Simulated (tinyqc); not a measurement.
# Which input was changed?

Model: global model of a low-pressure process discharge: electron temperature, density, ion flux and ion energy. Computed by tinyqc, a small Python program. Command: `OMP_NUM_THREADS=1 python tinyqc.py 3114032 3114033 out.jsonl plasma which`. One thread of a shared host (Intel(R) Xeon(R) Processor @ 2.30GHz), about 0.05 s of CPU time with the checks.

Maxwellian electrons with temperature T_e in eV, one positive ion, no negative ions, uniform bulk density n; rate constants have the Arrhenius form.

Inputs (values chosen for the exercise, of the order of those of an inductive discharge in a simple atomic gas):

| quantity | value | unit |
|---|---|---|
| ion mass M | 40 | u |
| ionisation prefactor K0 | 2.2e-14 | m^3/s |
| ionisation energy E_iz | 15.8 | eV |
| excitation prefactor X0 | 3.8e-14 | m^3/s |
| excitation energy E_ex | 8.33 | eV |
| elastic rate constant K_el | 8.4e-14 | m^3/s |
| ion-neutral cross section | 6.6e-19 | m^2 |
| pressure p | 0.23 | Pa |
| gas temperature T_g | 300 | K |
| radius R | 18 | cm |
| height L | 4.4 | cm |
| absorbed power P | 200 | W |

Constants: k_B = 1.380649e-23 J/K; e = 1.602176634e-19 C; u = 1.6605390666e-27 kg; m_0 = 9.1093837015e-31 kg.

Method:
- n_g = p/(k_B T_g); lambda_i = 1/(n_g sigma); h_L = 0.86/sqrt(3 + L/(2 lambda_i)), h_R = 0.8/sqrt(4 + R/lambda_i); A_eff = 2 pi R^2 h_L + 2 pi R L h_R; d_eff = pi R^2 L/A_eff.
- Particle balance: K0 exp(-E_iz/T_e) n_g d_eff = u_B, u_B = sqrt(e T_e/M).
- Root found by bracketing.
- E_c = E_iz + (X0 exp(-E_ex/T_e) E_ex + K_el (3 m_0/M) T_e)/K_iz; wall potential V_s = (T_e/2) ln(M/(2 pi m_0)); E_T = E_c + 2 T_e + T_e/2 + V_s; n = P/(e u_B A_eff E_T); ion current density J = e h_L n u_B; ionised share n/n_g.

Task: One of these inputs alone was changed, within the range given: ionisation prefactor K0 (1.1e-14 to 4.4e-14); pressure p (0.115 to 0.46); height L (2.2 to 8.8); absorbed power P (100 to 400). Which one, and to what value?

Results:

| run | T_e (eV) | ion current density J (mA/cm^2) | plasma density n (1/cm^3) |
|---|---|---|---|
| before | 5.963229 | 0.7933566 | 2.961890e+10 |
| after | 5.468890 | 0.7527174 | 3.003546e+10 |

Result:

Each candidate set to reproduce T_e, and what it then gives:

| candidate | range searched | value needed | ion current density J (mA/cm^2) | plasma density n (1/cm^3) |
|---|---|---|---|---|
| ionisation prefactor K0 (m^3/s) | 1.1e-14 to 4.4e-14 | 2.677e-14 | 0.85250 | 3.3234e+10 |
| pressure p (Pa) | 0.115 to 0.46 | 0.2733 | 0.77892 | 3.0965e+10 |
| height L (cm) | 2.2 to 8.8 | 5.390 | 0.75272 | 3.0035e+10 |
| absorbed power P (W) | 100 to 400 | no effect | - | - |

Only height L fits every result: it went from 4.4 to 5.39 cm. The next best candidate, pressure p, misses one result by 3.5 %.
